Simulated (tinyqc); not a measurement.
Undoped symmetric double-gate MOSFET, analytic potential model: transfer curve and volume inversion.

An undoped body of thickness ts between two equal insulators and tied gates; long channel, electrons only, n = ni exp((psi - V)/Vt) with V the quasi-Fermi potential (0 at the source, Vd at the drain), constant mobility, no quantisation. Across the body psi(x) = V - 2 Vt ln[(ts/(2 beta)) sqrt(q ni/(2 eps0 eps_r Vt)) cos(2 beta x/ts)], x from the centre. Q is the electron charge per area of the whole body.

ni = sqrt(Nc Nv) exp(-Eg/(2 Vt)), Eg in volts; r = eps_r tox/(eox ts); V0 = dphi + 2 Vt ln[(2/ts) sqrt(2 eps0 eps_r Vt/(q ni))]. beta (between 0 and pi/2) solves (Vg - V0 - V)/(2 Vt) = ln(beta) - ln(cos beta) + 2 r beta tan(beta). Q = 8 eps0 eps_r Vt beta tan(beta)/ts; I = mu (1/L)(4 eps0 eps_r/ts)(2 Vt)^2 [g(beta_s) - g(beta_d)] per width, g = beta tan(beta) - beta^2/2 + r beta^2 tan^2(beta), with beta_s at V = 0 and beta_d at V = Vd. The drop is psi(surface) - psi(centre) at the source end; C = dQs/dVg, Cg = 2 eps0 eox/tox; gm = dI/dVg.

Parameters, values chosen for the exercise; material values close to those of silicon: temperature T = 300 K; band gap Eg = 1.12 eV; relative permittivity of the semiconductor eps_r = 11.9; conduction-band density of states at T Nc = 2.83e19 cm^-3; valence-band density of states at T Nv = 2.66e19 cm^-3; relative permittivity of the gate insulator eox = 3.85; insulator thickness tox = 3.3 nm; body thickness ts = 15 nm; gate work function less that of the intrinsic body dphi = 0.22 V; channel mobility mu = 330 cm^2/(V s); gate length L = 1 um; drain voltage Vd = 0.8 V.

Constants: q = 1.602176634e-19 C, kB = 1.380649e-23 J/K, Vt = kB T/q, eps0 = 8.8541878128e-14 F/cm where lengths are in cm. Results are converted to the units shown.

Transfer curve and volume inversion:

| Vg (V) | Qs (nC/cm^2) | drop (mV) | C/Cg | I (uA/um) | gm/I (1/V) |
|---|---|---|---|---|---|
| 0.38 | 0.001257 | 2.237e-4 | 2.354e-5 | 1.073e-5 | 38.68 |
| 0.53 | 0.4122 | 0.07332 | 0.007645 | 0.003534 | 38.50 |
| 0.68 | 46.84 | 7.907 | 0.4244 | 0.6144 | 25.16 |
| 0.83 | 237.2 | 33.04 | 0.7335 | 7.267 | 10.77 |
| 0.98 | 482.1 | 55.06 | 0.8328 | 24.95 | 6.377 |
| 1.13 | 748.4 | 72.05 | 0.8808 | 55.34 | 4.463 |
| 1.28 | 1026 | 85.45 | 0.9085 | 99.22 | 3.412 |
| 1.43 | 1310 | 96.40 | 0.9261 | 156.9 | 2.726 |
| 1.58 | 1599 | 105.6 | 0.9383 | 225.1 | 2.104 |

The current rises from 1.07e-5 to 225 uA/um. In the first row gm/I is 38.7 1/V, within 0.01 % of 1/Vt: with no depletion charge the whole body follows the gate, and the swing is ideal. The drop between surface and centre goes from 2.2e-4 to 106 mV and passes Vt at Vg = 0.83 V among the rows; below that the density varies across the body by less than a factor of e (volume inversion). C reaches 0.94 of Cg in the last row. For Vg = 1.13 to 1.58 V the surface density at the source passes 0.3 Nc, where Boltzmann statistics fail.

Computed by the program tinyqc: `OMP_NUM_THREADS=1 python tinyqc.py 2440164 2440165 out.jsonl`, one thread of a shared Intel Xeon 2.30GHz, about 0.02 s for the whole run.
